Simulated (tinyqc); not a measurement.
Oxide trap near a transistor channel: two-state multiphonon kinetics, telegraph noise and bias instability: one step, computed by the program tinyqc. Command: `OMP_NUM_THREADS=1 python tinyqc.py 3015135 3015136 out.jsonl oxidetrap walk`. One thread of a shared host (Intel(R) Xeon(R) Processor @ 2.30GHz), about 0.01 s of CPU time with the checks.

An n-channel device under positive gate bias. The trap is empty (state 1) or holds an electron (state 2); both states are parabolas of equal curvature, and the electron reservoir is taken at the Fermi level of the channel.

Problem. Step height and noise. Charge-sheet step dV = e (t_ox - x)/(eps_ox eps_0 W L); Lorentzian spectrum S(f) = 4 dV^2 tau_0^2/((tau_c + tau_e)(1 + (2 pi f tau_0)^2)); corner 1/(2 pi tau_0); variance dV^2 f_2 (1 - f_2) = dV^2 tau_0/(tau_c + tau_e).

Inputs (values chosen for the exercise, with an insulator like Si3N4 on silicon): insulator constant eps_ox = 7.46; insulator thickness t_ox = 1.9 nm; trap depth x from the interface = 0.37 nm; temperature T = 450 K; channel width W = 420 nm; channel length L = 180 nm; frequency f = 8000 Hz.

Parts treated: one trap.

tau_0 = 7.604162e-08 s

capture time tau_c = 1.699469e-06 s

emission time tau_e = 7.960342e-08 s

Constants: e = 1.602176634e-19 C; eps_0 = 8.8541878128e-12 F/m.

Give: threshold step dV; corner frequency; S(f); root-mean-square noise.

Solution.

threshold step dV = 0.04909 mV

corner frequency = 2.093e+06 Hz

S(f) = 3.133e-17 V^2/Hz

root-mean-square noise = 0.01015 mV

f lies below the corner, on the flat part. Random dopants and current percolation, left out here, spread real steps around this value.
